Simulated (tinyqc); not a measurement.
# From mass resolution at M_A back to heavy element: mass M_A

Model: Rutherford backscattering from a thin compound film on silicon: kinematics, yields, composition and thickness. Computed by tinyqc, a small Python program. Command: `OMP_NUM_THREADS=1 python tinyqc.py 3009034 3009035 out.jsonl rbs inv`. One thread of a shared host (Intel(R) Xeon(R) Processor @ 2.30GHz), about 0.01 s of CPU time with the checks.

Singly charged helium ions (Z1 = 2, M1 = 4.0026 u) enter at the tilt angle a1 to the normal and leave at a2 = |180 - theta - tilt| in the same plane. The film is A B_x.

Inputs (values chosen for the exercise, modelled on a helium beam on NiSi):
```
quantity                    value     unit
beam energy E0                1.9      MeV
scattering angle theta        150  degrees
light element: mass M_B     28.09        u
detector resolution (FWHM)     12      keV
```

Method. Kinematic factor K = [(sqrt(M^2 - M1^2 sin^2 theta) + M1 cos theta)/(M + M1)]^2. Surface edges lie at K E0; substrate silicon has M = 28.09 u. Mass resolution at M_A = resolution/(E0 dK/dM).

Task: A run gave the result below. Find the heavy element: mass M_A, known to lie between 33 and 91 u.

mass resolution at M_A = 1.930864 u

Result:

Each step takes the trial c = (a f_b - b f_a)/(f_b - f_a), f being the result less the target and a, b, c the logarithms of the listed values; c replaces end b, the old b replaces a if the sign of f changed, and otherwise f_a is halved.

Scan of the range:
```
heavy element: mass M_A (u)  mass resolution at M_A (u)
33.0                                            0.71446
39.1                                            0.93797
46.3                                            1.24263
54.8                                            1.65901
64.9                                            2.23343
76.8                                            3.02109
91.0                                            4.11785
```

False position (Illinois rule, in the logarithm of the input) inside the bracket:
```
step    end a    end b    trial  mass resolution at M_A (u)
1     54.8000  64.9000  59.3675                     1.90807
2     64.9000  59.3675  59.7393                     1.92912
3     64.9000  59.7393  59.7957                     1.93233
4     59.7393  59.7957  59.7700                     1.93086
5     59.7957  59.7700  59.7700                     1.93086
```

Mass resolution at M_A rises at every point of a 13-point scan of the range (every second point is shown), so one value fits; it is bracketed by 54.8 and 64.9. Answer: heavy element: mass M_A = 59.77 u.
